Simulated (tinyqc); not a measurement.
# Switching power and leakage at the onset of runaway

Inverse problem. T = T0 + Rth P(T), P(T) = Pd + Pl (T/300 K)^2 exp[(q Ea/kB)(1/(300 K) - 1/T)]. At the onset of runaway the loop gain Rth dP/dT equals one as well. Find Pd and the critical Pl.

Inputs (values chosen for the exercise):

| symbol | value | unit | meaning |
|---|---|---|---|
| T0 | 320 | K | ambient temperature |
| Ea | 0.37 | eV | activation energy of the leakage |
| Rth | 0.45 | K/W | thermal resistance |

Constants: q = 1.602176634e-19 C, kB = 1.380649e-23 J/K. Results are converted to the units shown.

temperature at the onset of runaway = 362.88511 K

Solution. With s = 2/T + q Ea/(kB T^2), unit gain means Rth (P - Pd) = 1/s; the heat balance then gives Pd, and the leakage term Pl.

Pd = 37.0 W
critical Pl = 3.34 W

Program tinyqc, `OMP_NUM_THREADS=1 python tinyqc.py 2520054 2520055 out.jsonl`; Intel Xeon 2.30GHz, shared host, one thread, about 0.01 s.
